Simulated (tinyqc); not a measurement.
Undoped gate-all-around wire MOSFET, analytic charge model: effect of the temperature.

An undoped round wire of radius R under an insulator shell and a surrounding gate; long channel, electrons only, n = ni exp((psi - V)/Vt) with V the quasi-Fermi potential (0 at the source, Vd at the drain), constant mobility, no quantisation. The radial Poisson equation gives n(r) = n(0)/(1 - (1 - b) r^2/R^2)^2 with b = Q0/(Q + Q0). Q is the electron charge per area of the wire surface.

Nc and Nv are given at 350 K and scale as (T/350 K)^1.5; Eg and mu are held fixed. ni = sqrt(Nc Nv) exp(-Eg/(2 Vt)), Eg in volts; Cox = eps0 eox/(R ln(1 + tox/R)); Q0 = 4 eps0 eps_r Vt/R; V0 = dphi + Vt ln[8 eps0 eps_r Vt/(q ni R^2)]. Q solves Vg - V0 - V = Q/Cox + Vt ln(Q/Q0) + Vt ln(1 + Q/Q0). I = mu (2 pi R/L)[2 Vt (Qs - Qd) + (Qs^2 - Qd^2)/(2 Cox) + Vt Q0 ln((Qd + Q0)/(Qs + Q0))], with Qs at V = 0 and Qd at V = Vd.  I(low) is taken at Vg = 0.24 V, Qs and I(high) at Vg = 0.99 V.

Inputs (values chosen for the exercise); material values close to those of silicon: band gap Eg = 1.13 eV; relative permittivity of the semiconductor eps_r = 11.8; conduction-band density of states at the reference temperature Nc = 3.47e19 cm^-3; valence-band density of states at the reference temperature Nv = 3.4e19 cm^-3; relative permittivity of the gate insulator eox = 25.4; insulator thickness tox = 4.3 nm; wire radius R = 3 nm; gate work function less that of the intrinsic body dphi = -0.05 V; channel mobility mu = 280 cm^2/(V s); gate length L = 0.2 um; drain voltage Vd = 0.1 V.

Constants: q = 1.602176634e-19 C, kB = 1.380649e-23 J/K, Vt = kB T/q, eps0 = 8.8541878128e-14 F/cm where lengths are in cm. Results are converted to the units shown.

Effect of the temperature:
```
T (K)	V0 (V)	I(low) (nA)	Qs(high) (nC/cm^2)	I(high) (uA)
220	0.5066	1.027e-4	3259	7.592
250	0.5041	8.022e-4	3218	7.498
280	0.5014	0.004155	3184	7.419
310	0.4986	0.01602	3155	7.355
340	0.4956	0.04956	3131	7.304
370	0.4926	0.1296	3111	7.263
400	0.4894	0.2970	3095	7.232
430	0.4862	0.6122	3083	7.210
```

As T goes from 220 to 430 K, I(low) rises from 1.03e-4 to 0.612 nA and I(high) falls from 7.59 to 7.21 uA. V0 falls from 0.507 to 0.486 V. In every row the surface density at the source at the higher gate voltage passes 0.3 Nc, where Boltzmann statistics fail. In every row the mobility is held fixed, though a real one changes with T. In every row the body is thin enough for quantum confinement, left out here, to raise the threshold.

Program tinyqc, `OMP_NUM_THREADS=1 python tinyqc.py 2460102 2460103 out.jsonl`; Intel Xeon 2.30GHz, shared host, one thread, about 0.03 s.
